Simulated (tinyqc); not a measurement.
Comparisons within one model: two-band k.p model of the Delta valleys near the X point under shear strain. A value that a table varies takes the place of the one given here.

Valley pair on the [001] axis, kz counted from the X point, c = hbar^2/2m0, k0 = kx0 2 pi/a. H = (c kz^2/ml + c (kx^2 + ky^2)/mt + c k0^2/ml) 1 + (2 c k0 kz/ml) sigma_z + (D exy - 2 c kx ky/Mp) sigma_x, so E = c kz^2/ml + c (kx^2 + ky^2)/mt + c k0^2/ml -/+ sqrt((2 c k0 kz/ml)^2 + (D exy - 2 c kx ky/Mp)^2). Without strain the lower band has its minima, E = 0, at kz = +/- k0. Shifts from diagonal strain are left out.

For |eta| < 1: k_min = k0 sqrt(1 - eta^2), E_min = -Delta eta^2/2, ml(eta) = ml/(1 - eta^2), 1/m[110] = 1/mt + eta/Mp, 1/m[1-10] = 1/mt - eta/Mp. For |eta| > 1 the minimum sits at X: E_min = -Delta (2 |eta| - 1)/2, ml(eta) = ml/(1 - 1/|eta|), and eta is replaced by its sign in the transverse masses. Here Delta = 2 c k0^2/ml and eta = D exy/Delta.

s11 = (C11 + C12)/((C11 - C12)(C11 + 2 C12)), s12 = -C12/((C11 - C12)(C11 + 2 C12)), s44 = 1/C44; exx = s11 sxx + s12 (syy + szz) and cyclic, exy = s44 sxy/2; tension is positive. A uniaxial stress X along the unit vector n is s_ij = X n_i n_j.

Constants: hbar^2/2m0 = 3.80998211 eV angstrom^2; kB = 8.617333262e-05 eV/K.

Parameters, chosen for this exercise (near those of Si; not measured data): a = 5.417 angstrom (lattice constant); ml = 0.895 m0 (longitudinal mass); mt = 0.191 m0 (transverse mass); kx0 = 0.15 2 pi/a (distance of the minimum from X); D = 14.3 eV (shear deformation potential); Mp = 0.231 m0 (coupling mass); C11 = 163.2 GPa; C12 = 64.6 GPa; C44 = 78.1 GPa; Xu = 8.94 eV (uniaxial potential); T = 300 K (temperature); exy = 0.028 (shear strain).

## Sweep of the shear strain

Delta = 2 c k0^2/ml, eta = D exy/Delta.

The minimum:
```
exy       eta  k_min/k0  E_min (meV)  ml(eta)  m[110]  m[1-10]  density-of-states mass
0.0000  0.000     1.000          0.0    0.895  0.1910   0.1910                   0.320
0.0018  0.100     0.995         -1.3    0.904  0.1764   0.2082                   0.321
0.0045  0.250     0.968         -8.0    0.955  0.1583   0.2407                   0.331
0.0090  0.499     0.866        -32.1    1.192  0.1352   0.3253                   0.374
0.0135  0.749     0.663        -72.3    2.039  0.1179   0.5018                   0.494
0.0162  0.899     0.438       -104.1    4.661  0.1096   0.7438                   0.724
0.0216  1.198     0.000       -180.0    5.404  0.1046   1.1030                   0.854
0.0288  1.598     0.000       -283.0    2.392  0.1046   1.1030                   0.651
```

How do the results move?

The valleys reach X at eta = 1, that is exy = 0.0180. The shift is quadratic up to eta = 1 (-8.0 meV at eta = 0.25, -32.1 meV at 0.50) and linear beyond, while 1/m[110] rises linearly, taking m[110] from 0.191 to its floor 0.1046, a gain of 83 % in 1/m. ml(eta) diverges at eta = 1; the largest value listed is 5.40. A deformation-potential model with fixed masses misses all of this.

## Tension along [110]: repopulation and mass change

The z valleys move against the x and y valleys by Xu (ezz - exx) and, through the shear, by E_min. Share of the z valleys n = w/(w + 2 exp(dE/kT)), dE the total relative shift, w = sqrt(ml(eta) m[110] m[1-10]/(ml mt^2)). Along [110]: 1/m_c = n/m[110] + (1 - n)(1/ml + 1/mt)/2. Fixed masses means E_min = 0, w = 1, m[110] = mt. Gains are against 3/(1/ml + 2/mt) at a fixed scattering time.

Results:
```
X (GPa)  Xu (ezz - exx) (meV)  E_min (meV)  m[110]  m_c fixed masses  m_c with shear  gain fixed (%)  gain with shear (%)
0.00                      0.0          0.0  0.1910            0.2589          0.2589             0.0                  0.0
0.25                    -11.3         -0.3  0.1842            0.2454          0.2400             5.5                  7.8
0.50                    -22.7         -1.0  0.1779            0.2325          0.2204            11.3                 17.5
1.00                    -45.3         -4.1  0.1665            0.2125          0.1861            21.8                 39.1
1.50                    -68.0         -9.1  0.1565            0.2010          0.1637            28.8                 58.2
2.00                    -90.7        -16.3  0.1476            0.1953          0.1498            32.5                 72.8
3.00                   -136.0        -36.6  0.1326            0.1918          0.1327            35.0                 95.0
```

How do the results move?

At 1 GPa repopulation alone gives 21.8 % and the shear terms raise it to 39.1 %. From 2 to 3 GPa the fixed-mass gain grows by 2.5 points, towards its ceiling of 35.5 % when all electrons sit in the z valleys, whereas the gain with shear grows by 22.3 points because m[110] keeps falling.

## What each parameter does

Delta = 2 c k0^2/ml, eta = D exy/Delta. Each row changes one parameter from the base and keeps the others.

Results:
```
case                    eta  E_min (meV)  ml(eta) (m0)  m[110] (m0)  m[1-10] (m0)
base                 1.5536      -271.54        2.5117       0.1046        1.1030
ml = 0.83235 m0      1.4448      -261.84        2.7034       0.1046        1.1030
mt = 0.20437 m0      1.5536      -271.54        2.5117       0.1084        1.7728
kx0 = 0.1605 2 pi/a  1.3570      -252.87        3.4022       0.1046        1.1030
D = 13.299 eV        1.4448      -243.51        2.9069       0.1046        1.1030
Mp = 0.21483 m0      1.5536      -271.54        2.5117       0.1011        1.7219
exy = 0.02996        1.6624      -299.57        2.2462       0.1046        1.1030
```

What can be read from the table?

The largest shifts from the base row, up to three for each result and ties (the steps differ in size, so this ranks the rows, not the parameters). eta: kx0 -0.1966, D -0.1088, ml -0.1088, exy +0.1088; unchanged at the printed digits by mt and Mp. E_min (meV): D +28.03, exy -28.03, kx0 +18.67; unchanged at the printed digits by mt and Mp. ml(eta) (m0): kx0 +0.8905, D +0.3952, exy -0.2654; unchanged at the printed digits by mt and Mp. m[110] (m0): mt +0.0039, Mp -0.0034; unchanged at the printed digits by ml, kx0, D and exy. m[1-10] (m0): mt +0.6698, Mp +0.6189; unchanged at the printed digits by ml, kx0, D and exy.

tinyqc: `OMP_NUM_THREADS=1 python tinyqc.py 1050393 1050394 out.jsonl`; about 0.01 s, one thread, shared Intel(R) Xeon(R) Processor @ 2.30GHz.
